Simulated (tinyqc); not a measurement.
Free and trapped electrons in a MOS channel with a dense trap tail: two steps of the calculation.

p-type body, charge-sheet picture, full ionisation (an idealisation for deep acceptors), Boltzmann statistics for free electrons. e = Ec - EF at the surface. Acceptor-like traps of density D(E) = D0 + De exp(-E/Ew) at depth E below Ec, from 0 to Eu, hold n_t = integral of D(E)/(1 + exp((e - E)/Vt)). psi = Eg - Vt ln(Nv/Na) - e; N_dep = sqrt(2 eps0 eps_r Na (psi - Vt)/q); n_f = sqrt(N_dep^2 + 2 eps0 eps_r Vt Nc exp(-e/Vt)/q) - N_dep; Vg = Vfb + psi + q (N_dep + n_t + n_f)/Cox, Cox = eps0 eox/tox.

Inputs (values chosen for the exercise); band and dielectric values close to those of 4H silicon carbide:
- T = 400 K (temperature)
- Eg = 3.29 eV (band gap)
- eps_r = 9.73 (relative permittivity)
- Nc = 2.66e19 cm^-3 (conduction-band density of states at T)
- Nv = 3.82e19 cm^-3 (valence-band density of states at T)
- eox = 3.9 (relative permittivity of the insulator)
- tox = 41 nm (insulator thickness)
- Na = 1.2e16 cm^-3 (acceptor density)
- Vfb = -2.11 V (flat-band voltage without trapped charge)
- D0 = 2.5e11 cm^-2 eV^-1 (constant background density of acceptor-like traps)
- De = 7.3e13 cm^-2 eV^-1 (density of the tail at the conduction edge)
- Ew = 0.09 eV (decay energy of the tail)
- Eu = 0.81 eV (depth below Ec down to which the traps reach)
- mf = 230 cm^2/(V s) (mobility of free electrons)
- e = 0.171 eV (Ec - EF at the surface)

Constants: q = 1.602176634e-19 C, kB = 1.380649e-23 J/K, Vt = kB T/q, eps0 = 8.8541878128e-14 F/cm where lengths are in cm. Results are converted to the units shown.

Problem 1. Trapped charge. Trapezoid rule on 16 equal steps from 0 to Eu, f = 1/(1 + exp((e - E)/Vt)).

Wanted: E; D(E) f; n_t.

Solution 1.

| point | E (eV) | D(E) f (cm^-2 eV^-1) |
|---|---|---|
| 0 | 0 | 5.096e11 |
| 1 | 0.05063 | 1.236e12 |
| 2 | 0.1013 | 2.796e12 |
| 3 | 0.1519 | 5.017e12 |
| 4 | 0.2025 | 5.670e12 |
| 5 | 0.2531 | 4.242e12 |
| 6 | 0.3038 | 2.691e12 |
| 7 | 0.3544 | 1.665e12 |
| 8 | 0.4050 | 1.060e12 |
| 9 | 0.4556 | 7.119e11 |
| 10 | 0.5062 | 5.132e11 |
| 11 | 0.5569 | 4.000e11 |
| 12 | 0.6075 | 3.355e11 |
| 13 | 0.6581 | 2.987e11 |
| 14 | 0.7087 | 2.777e11 |
| 15 | 0.7594 | 2.658e11 |
| 16 | 0.8100 | 2.590e11 |

n_t = 1.395e12 cm^-2

Problem 2. Charges and gate voltage. psi, N_dep, n_f and Vg as defined, with the n_t given; free share n_f/(n_f + n_t); apparent mobility mf n_f/(n_f + n_t); gate voltage spent on traps q n_t/Cox.

n_t = 1.3954370e12 cm^-2

Wanted: psi; N_dep; n_f; Vg; free share; apparent mobility; gate voltage spent on traps.

Solution 2.

psi = 2.8410 V
N_dep = 6.0182e11 cm^-2
n_f = 5.4894e10 cm^-2
Vg = 4.6348 V
free share = 3.7849 %
apparent mobility = 8.7054 cm^2/(V s)
gate voltage spent on traps = 2.6546 V

tinyqc, about 0.02 s, one thread, Intel Xeon 2.30GHz (shared host): `OMP_NUM_THREADS=1 python tinyqc.py 2222081 2222082 out.jsonl`
